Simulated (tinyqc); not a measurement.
# Free and trapped electrons in a MOS channel with a dense trap tail: effect of the temperature

p-type body, charge-sheet picture, full ionisation (an idealisation for deep acceptors), Boltzmann statistics for free electrons. e = Ec - EF at the surface. Acceptor-like traps of density D(E) = D0 + De exp(-E/Ew) at depth E below Ec, from 0 to Eu, hold n_t = integral of D(E)/(1 + exp((e - E)/Vt)). psi = Eg - Vt ln(Nv/Na) - e; N_dep = sqrt(2 eps0 eps_r Na (psi - Vt)/q); n_f = sqrt(N_dep^2 + 2 eps0 eps_r Vt Nc exp(-e/Vt)/q) - N_dep; Vg = Vfb + psi + q (N_dep + n_t + n_f)/Cox, Cox = eps0 eox/tox.

Nc and Nv are given at 300 K and scale as (T/300 K)^1.5; Eg, Vfb and mf are held fixed. VT is the Vg for n_f = 1e11 cm^-2; swing ln 10 n_f/(dn_f/dVg) at n_f = 1e8 cm^-2; the last three columns are for Vg = VT + 5.7 V, with free share n_f/(n_f + n_t) and field-effect mobility mf q (dn_f/dVg)/Cox; there EF is near the band edge, where Boltzmann statistics are rough.

Values chosen for this exercise; band and dielectric values close to those of gallium nitride:
- Eg = 3.42 eV (band gap)
- eps_r = 9.66 (relative permittivity)
- Nc = 2.27e18 cm^-3 (conduction-band density of states at the reference temperature)
- Nv = 4.53e19 cm^-3 (valence-band density of states at the reference temperature)
- eox = 3.9 (relative permittivity of the insulator)
- tox = 71 nm (insulator thickness)
- Na = 1.8e17 cm^-3 (acceptor density)
- Vfb = -2.63 V (flat-band voltage without trapped charge)
- D0 = 7.2e10 cm^-2 eV^-1 (constant background density of acceptor-like traps)
- De = 4e12 cm^-2 eV^-1 (density of the tail at the conduction edge)
- Ew = 0.13 eV (decay energy of the tail)
- Eu = 0.97 eV (depth below Ec down to which the traps reach)
- mf = 230 cm^2/(V s) (mobility of free electrons)

Constants: q = 1.602176634e-19 C, kB = 1.380649e-23 J/K, Vt = kB T/q, eps0 = 8.8541878128e-14 F/cm where lengths are in cm. Results are converted to the units shown.

Result of one run:
columns A: T (K); B: e at VT (eV); C: VT (V); D: q n_t/Cox at VT (V); E: swing (mV/decade); F: n_f (cm^-2); G: free share (%); H: field-effect mobility (cm^2/(V s))
```
A          B      C      D      E         F      G      H
450  0.04823  10.27  1.401  352.4  1.602e12  73.72  222.4
```

What becomes of these results when the temperature T is changed from 450 to 350 K, all else the same?

Result of the changed run:
columns A: T (K); B: e at VT (eV); C: VT (V); D: q n_t/Cox at VT (V); E: swing (mV/decade); F: n_f (cm^-2); G: free share (%); H: field-effect mobility (cm^2/(V s))
```
A          B      C      D      E         F      G      H
350  0.01808  10.71  1.619  352.9  1.676e12  74.23  225.2
```

The whole series:
columns A: T (K); B: e at VT (eV); C: VT (V); D: q n_t/Cox at VT (V); E: swing (mV/decade); F: n_f (cm^-2); G: free share (%); H: field-effect mobility (cm^2/(V s))
```
A            B      C      D      E         F      G      H
200   -0.01413  11.25  1.868  339.0  1.772e12  75.07  227.9
250  -0.005510  11.10  1.803  351.9  1.744e12  74.82  227.2
300   0.005346  10.92  1.718  354.4  1.712e12  74.53  226.3
350    0.01808  10.71  1.619  352.9  1.676e12  74.23  225.2
400    0.03244  10.50  1.512  351.4  1.639e12  73.96  224.0
450    0.04823  10.27  1.401  352.4  1.602e12  73.72  222.4
500    0.06531  10.04  1.290  357.2  1.567e12  73.56  220.7
550    0.08357  9.801  1.182  366.1  1.535e12  73.48  218.7
```

As T goes from 200 to 550, VT falls from 11.3 to 9.80 V, its part due to traps falls from 1.87 to 1.18 V, the swing moves up and down between 339 and 366 mV/decade and the field-effect mobility falls from 228 to 219 cm^2/(V s). On heating the same n_f is reached with EF deeper in the gap, where fewer tail states are filled. In every row e is under 2 Vt already at VT, so VT too is rough.

Numbers from tinyqc (`OMP_NUM_THREADS=1 python tinyqc.py 2222170 2222171 out.jsonl`; about 0.02 s on one thread of a shared Intel Xeon 2.30GHz).
